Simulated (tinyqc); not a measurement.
# Charge needed for a dipole step

Two sheets of opposite charge dd apart with permittivity ei give the step D = q N dd/(eps0 ei).

Values chosen for this exercise:
- ei = 4.1 (relative permittivity inside the dipole layer)
- dd = 0.29 nm (thickness of the dipole layer)

Constants: q = 1.602176634e-19 C, eps0 = 8.8541878128e-14 F/cm where lengths are in cm. Results are converted to the units shown.

Results:
```
N (cm^-2)     D (V)  field (MV/cm)  moment (debye/nm^2, 1 D = 3.33564e-30 C m)
1e12       0.012799        0.44134                                     0.13929
6.8e12     0.087033         3.0011                                     0.94719
1.7e13      0.21758         7.5029                                      2.3680
4.5e13      0.57595         19.861                                      6.2682
1.1e14       1.4079         48.548                                      15.322
2.9e14       3.7117         127.99                                      40.395
```

Estimate the missing row, N = 2.7e12 cm^-2.

Computed row:
```
N (cm^-2)     D (V)  field (MV/cm)  moment (debye/nm^2, 1 D = 3.33564e-30 C m)
2.7e12     0.034557         1.1916                                     0.37609
```

With this row back in the table: D is proportional to N, 0.1 V for 7.81e12 cm^-2. The same sheet as an uncompensated charge under 1 nm of a dielectric of permittivity 3.9 would shift the flat band by 0.363 V, and that shift would grow with thickness, which a dipole step does not. For N = 1.1e14, 2.9e14 the field exceeds 20 MV/cm; it acts over one bond length, where the sheet picture is only a bookkeeping device.

Computed by the program tinyqc: `OMP_NUM_THREADS=1 python tinyqc.py 2410007 2410008 out.jsonl`, one thread of a shared Intel Xeon 2.30GHz, about 0.01 s for the whole run.
